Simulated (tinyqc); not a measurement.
Inside a calculation. Model: spin coating of a resist or spin-on film: centrifugal thinning, evaporation and the final thickness (Emslie and Meyerhofer models). Computed by tinyqc, a small Python program that keeps every step. Command: `OMP_NUM_THREADS=1 python tinyqc.py 3114191 3114192 out.jsonl spincoat walk`. One thread of a shared host (Intel(R) Xeon(R) Processor @ 2.30GHz), about 0.07 s of CPU time with the checks. Intermediate numbers are printed to about 7 digits and carried at full precision; extremes and crossings named in words are read from the listed rows.

A Newtonian film stays uniform over the wafer; solvent and solids have the same density and the concentration is uniform through the thickness.

Inputs (values chosen for the exercise, of the order of those of a polymer resist in an ester solvent):
```
quantity,value,unit
solids volume fraction c0,0.085,-
kinematic viscosity of the solvent nu_s,2.3,mm^2/s
viscosity constant k,5300,mm^2/s
viscosity exponent gamma,2.4,-
spin speed f,800,rpm
evaporation rate at 1000 rpm e0,0.35,micrometre/s
starting thickness h0,200,micrometre
time t,5,s
wafer radius R,50,mm
shrinkage in the bake,8.3,%
```

## Rates

omega = 2 pi f/60; nu(c) = nu_s + k c^gamma; evaporation rate e = e0 sqrt(f/1000 rpm). Flow constant K = 2 omega^2/(3 nu(c0)); Reynolds number of the air omega R^2/nu_air with nu_air = 15 mm^2/s.

omega = 83.77580 1/s

nu(c0) = 16.58503 mm^2/s

evaporation rate e = 0.3130495 micrometre/s

flow constant K = 2.821172e-04 1/(micrometre^2 s)

Reynolds number of the air = 13962.63

## Thinning without evaporation

dh/dt = -K h^3 gives h = h0/sqrt(1 + 2 K h0^2 t); for long times h = 1/sqrt(2 K t).

h(t) without evaporation = 18.74431 micrometre

long-time form = 18.82718 micrometre

time 1/(2 K h0^2) = 0.04430783 s

The long-time form is within 0.44 %: the starting thickness is forgotten.

## The two-stage estimate

Meyerhofer estimate: flow rules until (1 - c0) K h^3 = e, then evaporation alone: h_w = (e/((1 - c0) K))^(1/3), dry film c0 h_w.

wet thickness h_w = 10.66402 micrometre

dry film, estimate = 906.4414 nm

drying time (1 - c0) h_w/e = 31.16943 s

## First explicit step of the full model

Solids s and liquid l per area start at s = c0 h0, l = (1 - c0) h0. With h = h0 and c = c0: Q = K h^3, K = 2 omega^2/(3 nu); one Euler step of length dt = 0.01 h0/Q for s and l, ds/dt = -c Q, dl/dt = -(1 - c) Q - e.

Q = 2256.938 micrometre/s

dt = 8.861565e-04 s

s = 16.83 micrometre

l = 181.1697 micrometre

Q/e at the start = 7209.523

## The full model

Full model for solids s and liquid l per area, h = s + l, c = s/h: ds/dt = -c Q, dl/dt = -(1 - c) Q - e, Q = 2 omega^2 h^3/(3 nu(c)); integrated adaptively (relative tolerance 1e-9) until l = 0. Dry film = s at l = 0, before the bake; film after the bake = s x (1 - shrinkage).

time to dry = 41.32011 s

dry film = 1054.552 nm

film after the bake = 967.0240 nm

## Course in time

Times are fractions of the time to dry.

History:
```
fraction,t (s),h (micrometre),c,nu (mm^2/s),Q/e,s (nm)
0.003,1.239603e-01,102.6189,0.0850252,16.5952,9.732680e+02,8725.185
0.010,4.132011e-01,62.2196,0.0851266,16.6361,2.164025e+02,5296.544
0.030,1.239603e+00,37.1014,0.0856117,16.8330,4.534620e+01,3176.312
0.100,4.132011e+00,20.4234,0.0886853,18.1168,7.028027e+00,1811.253
0.200,8.264022e+00,14.2056,0.0958588,21.3630,2.005622e+00,1361.732
0.350,1.446204e+01,10.1764,0.1129078,30.5366,5.158136e-01,1148.993
0.500,2.066005e+01,7.6788,0.1407263,50.2045,1.347923e-01,1080.605
0.700,2.892408e+01,4.9456,0.2137672,132.9576,1.359832e-02,1057.214
0.900,3.718810e+01,2.3482,0.4491162,778.4344,2.485980e-04,1054.600
```

Q/e drops below 1 between t = 8.3 and 14 s, when c has risen from 0.085 to about 0.113; after that row the solids fall by a further 8 %. The full model gives 1.16 times the two-stage estimate.

## Spin curve

The formulas are those given above.

Dry film against speed:
```
f (rpm),full model (nm),estimate (nm),time to dry (s)
500,1333.806,1146.568,66.06768
1000,943.241,810.746,33.06345
1500,770.173,661.971,22.04881
2000,666.997,573.284,16.53904
3000,544.606,468.084,11.02764
4000,471.644,405.373,8.27133
6000,385.097,330.986,5.51462
```

The full thickness goes as f^-0.500; the estimate as (e/omega^2)^(1/3) = f^(-1/2). The time to dry goes as f^-1.00. A thickness window of 1 % allows a speed error of about 2 %.

Checks made by the program: constant-viscosity run against c0 h0 exp(-int K h^2 dt) (relative difference 7e-06).
